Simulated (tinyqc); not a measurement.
What moves the results: exchange-split free-electron bands and tunnelling magnetoresistance. A value that a table varies takes the place of the one given here.

Majority and minority bands E = c k^2/m -/+ Dx/2, c = hbar^2/2m0, so k_up = sqrt(m (EF + Dx/2)/c), k_dn = sqrt(m (EF - Dx/2)/c); n_s = k_s^3/(6 pi^2), D_s = m k_s/(4 pi^2 c).

Barrier: kappa = sqrt(mb phi/c), c = hbar^2/2m0. With a = k1/m, b = k2/m, w = kappa/mb, the transmission at normal incidence is T(k1, k2) = 4 a b w^2/[w^2 (a + b)^2 + (w^2 + a^2)(w^2 + b^2) sinh^2(kappa d)]. Parallel: G_P = T(up, up) + T(dn, dn); antiparallel: G_AP = 2 T(up, dn); TMR = (G_P - G_AP)/G_AP. Julliere: TMR = 2 P^2/(1 - P^2). Slonczewski factor: P_eff = P_k (w^2 - a_up a_dn)/(w^2 + a_up a_dn), P_k = (k_up - k_dn)/(k_up + k_dn).

Constants: hbar^2/2m0 = 3.80998211 eV angstrom^2.

Values chosen for the exercise: EF = 2.76 eV (Fermi energy above the mean band bottom); Dx = 1.58 eV (exchange splitting); m = 1.07 m0 (mass in the electrodes); mb = 0.79 m0 (mass in the barrier); d = 8 angstrom (barrier thickness); phi = 2 eV (barrier height above EF).

## Barrier height

Results:
```
phi (eV)  w (1/angstrom)    P_eff  TMR (%)       G_P
0.20               0.258  -0.1190     2.55     0.108
0.40               0.365  -0.0965     1.80    0.0452
0.70               0.482  -0.0690     0.95    0.0139
1.0                0.576  -0.0472     0.45   0.00483
1.5                0.706  -0.0192     0.07   0.00103
2.0                0.815   0.0018     0.00  0.000262
3.0                0.998   0.0309     0.19  2.48e-05
4.0                1.153   0.0503     0.51  3.27e-06
6.0                1.412   0.0744     1.11  1.05e-07
10                 1.823   0.0984     1.96  4.35e-10
```

P_eff vanishes where w^2 = a_up a_dn, at phi = 1.95 eV, inside the table; the lowest TMR listed is 0.00 % at 2 eV. TMR is 2.5 % at the lowest barrier and 2.0 % at the highest, against 4.4 % for Julliere with P_k; P_eff tends to +P_k for very high barriers and to -P_k for very low ones. G_P falls by 8.4 decades.

## Barrier thickness

Results:
```
d (angstrom)  kappa d       G_P      G_AP  TMR (%)
1               0.644      1.35      1.33     1.47
2               1.288     0.517     0.514     0.56
3               1.932     0.158     0.158     0.17
4               2.576    0.0448    0.0448     0.05
6               3.864   0.00345   0.00344     0.00
8               5.152  0.000262  0.000262     0.00
10              6.440  2.00e-05  2.00e-05     0.00
13              8.372  4.19e-07  4.19e-07     0.00
16             10.304  8.79e-09  8.79e-09     0.00
20             12.879  5.09e-11  5.09e-11     0.00
```

For thick barriers each angstrom costs a factor exp(2 kappa) = 3.63 in both conductances, and TMR settles at 0.00 % (the interface factor, which vanishes at (kappa/mb)^2 = k_up k_dn/m^2, reduces it below the value from the polarisation of k alone); it is within 0.1 point of that from d = 4 angstrom on. At 1 angstrom it is 1.47 %, where the barrier is thin and the mismatch of k_up and k_dn starts to rule, as it does fully for d -> 0.

## Exchange splitting

Dx takes the listed multiples of 2 EF.

Results:
```
Dx/(2 EF)    k_up    k_dn     P_k    P_eff  TMR (%)
0.10       0.9234  0.8352  0.0501  -0.0003     0.00
0.20       0.9644  0.7875  0.1010   0.0001     0.00
0.35       1.0229  0.7098  0.1807   0.0042     0.00
0.50       1.0783  0.6225  0.2679   0.0167     0.06
0.65       1.1309  0.5209  0.3693   0.0470     0.44
0.80       1.1812  0.3937  0.5000   0.1206     2.95
0.90       1.2136  0.2784  0.6268   0.2413    12.36
0.97       1.2357  0.1525  0.7803   0.4705    56.86
```

P_k rises from 0.050 to 0.780, and TMR goes from 0.00 % to 56.9 %, steadily; P_eff changes sign along the table. At Dx = 2 EF the minority band is empty (a half metal) and G_AP vanishes.

## What moves the magnetoresistance

All results formed anew. Each row changes one parameter from the base and keeps the others.

Results:
```
case                P_k    P_eff  TMR (%)       G_P
base             0.1462   0.0018     0.00  0.000262
Dx = 1.659 eV    0.1538   0.0022     0.00  0.000262
EF = 3.036 eV    0.1324  -0.0052     0.01  0.000263
phi = 2.6 eV     0.1462   0.0208     0.09  6.07e-05
mb = 0.632 m0    0.1462   0.0180     0.07  0.000767
d = 10 angstrom  0.1462   0.0018     0.00  2.00e-05
m = 1.284 m0     0.1462   0.0150     0.05  0.000260
```

The largest shifts from the base row, up to three for each result and ties (the steps differ in size, so this ranks the rows, not the parameters). P_k: EF -0.0138, Dx +0.0077; unchanged at the printed digits by phi, mb, d and m. P_eff: phi +0.0190, mb +0.0162, m +0.0133; unchanged at the printed digits by d. TMR (%): phi +0.09, mb +0.06, m +0.04; unchanged at the printed digits by Dx and d. G_P: mb +0.000505, d -0.000242, phi -0.000202; unchanged at the printed digits by Dx.

Program tinyqc; command `OMP_NUM_THREADS=1 python tinyqc.py 1681838 1681839 out.jsonl`; about 0.01 s on one thread of a shared Intel(R) Xeon(R) Processor @ 2.30GHz.
